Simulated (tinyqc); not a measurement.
Inside a calculation: cylindrical quantum wire. Values are carried at full precision from step to step, so a last printed digit may differ when a step is redone from the rounded ones.

With hard walls E = c (x/R)^2/mw, x a zero of J_m: (1,0) 2.404826; (2,0) 5.520078; (1,1) 3.831706; (2,1) 7.015587; (1,2) 5.135622; (2,2) 8.417244; (1,3) 6.380162; (2,3) 9.761023.

Constants: hbar^2/2m0 = 3.80998211 eV angstrom^2.

Values chosen for the exercise (near those of a non-polar GaN wire in AlGaN; not measured data): R = 54 angstrom (radius); mw = 0.205 m0 (mass inside); V0 = 0.3 eV (barrier height); mb = 0.224 m0 (mass outside); E = 0.0264 eV (trial energy).

## Hard-wall levels

The six lowest of these, with their orbital degeneracy; c = hbar^2/2m0.

Hard walls:
```
state  degeneracy       x  E (eV)
(1,0)           1  2.4048  0.0369
(1,1)           2  3.8317  0.0936
(1,2)           2  5.1356  0.1681
(2,0)           1  5.5201  0.1942
(1,3)           2  6.3802  0.2594
(2,1)           2  7.0156  0.3137
```

The ballistic conductance steps are 2, 4, 4, 2 e^2/h as EF passes the first four edges (spin included, one valley). The real barrier, V0 = 0.3 eV, lies below 1 value at the end of the list.

## The matching condition at a trial energy

A cylinder of radius R, isotropic masses, c = hbar^2/2m0, k = sqrt(mw E/c), kappa = sqrt(mb (V0 - E)/c). State (n, m) is J_m(k r) inside and K_m(kappa r) outside; psi and psi'/m are continuous: (k/mw) J_m'(kR)/J_m(kR) = (kappa/mb) K_m'(kappa R)/K_m(kappa R).

Both sides for the lowest state, with J_0' = -J_1 and K_0' = -K_1.

k R = 2.0352
kappa R = 6.8488
left side = -0.5185 1/angstrom
right side = -0.6062 1/angstrom

The left side falls with E and the right side rises; here the left is the larger, so the level lies above the trial energy.

## Bound levels

All roots below V0 for angular numbers 0 to 3, two each at most; the last column is the ratio to the hard-wall level.

Finite barrier:
```
state  degeneracy  E (eV)     k R  E/E(hard)
(1,0)           1  0.0276  2.0814      0.749
(1,1)           2  0.0697  3.3073      0.745
(1,2)           2  0.1243  4.4163      0.739
(2,0)           1  0.1427  4.7319      0.735
(1,3)           2  0.1899  5.4588      0.732
(2,1)           2  0.2253  5.9462      0.718
```

6 levels of these are bound; the lowest reaches 75 % of its hard-wall value.

## Checks

- Lowest level by radial finite differences against the matching condition, eV: both 0.0276.

(tinyqc, `OMP_NUM_THREADS=1 python tinyqc.py 1280518 1280519 out.jsonl`, Intel(R) Xeon(R) Processor @ 2.30GHz, 1 thread, shared host, about 0.06 s.)
